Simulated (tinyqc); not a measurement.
Inside a calculation. Model: phase-change memory cell, resistance drift and retention.

Program tinyqc, `OMP_NUM_THREADS=1 python tinyqc.py 2880108 2880109 out.jsonl`; Intel Xeon 2.30GHz, shared host, one thread, about 0.01 s. Printed values are rounded.

The amorphous state follows Ra = R0 (t/t0)^nu exp[(q Ec/kB)(1/T - 1/(300 K))], with nu taken as independent of T. An intermediate level follows the logarithmic mixing rule ln R = (1 - fa) ln Rc + fa ln Ra with constant Rc. The time to lose the data by crystallisation is tr = tx exp[(q Ex/kB)(1/T - 1/Tx)]; 1 year = 3.15576e7 s. These are empirical laws.

Values chosen for this exercise; values of the order found in chalcogenide phase-change cells:
- R0 = 1.5 Mohm (resistance of the amorphous state at t0 and 300 K)
- t0 = 0.1 s (reference time)
- nu = 0.041 (drift exponent)
- Ec = 0.32 eV (activation energy of conduction)
- Ex = 3.1 eV (activation energy of crystallisation)
- Tx = 448 K (temperature of a bake)
- tx = 97000 s (time to crystallise in that bake)
- T = 300 K (operating temperature)
- t = 3.15e7 s (time of the read)
- fa = 0.45 (amorphous share of an intermediate level)
- Rc = 19 kohm (resistance of the crystalline state)

Constants: q = 1.602176634e-19 C, kB = 1.380649e-23 J/K. Results are converted to the units shown.

## Resistances at the read

Ra and the intermediate level as above; its effective drift exponent is fa nu.

drift factor = 2.230646
temperature factor = 1
Ra = 3.345970 Mohm
intermediate level = 0.1946926 Mohm
effective exponent = 0.01845

Against R0 the resistance has risen by a factor of 2.23.

## Retention

tr at T; the ten-year temperature solves tr = 10 years: 1/T10 = 1/Tx + (kB/(q Ex)) ln(10 years/tx).

tr = 4.919382e14 years
T10 = 407.0076 K
loss of tr per kelvin, q Ex/(kB T^2) = 39.97112 %/K

T lies 107 K below T10, so ten years are met.
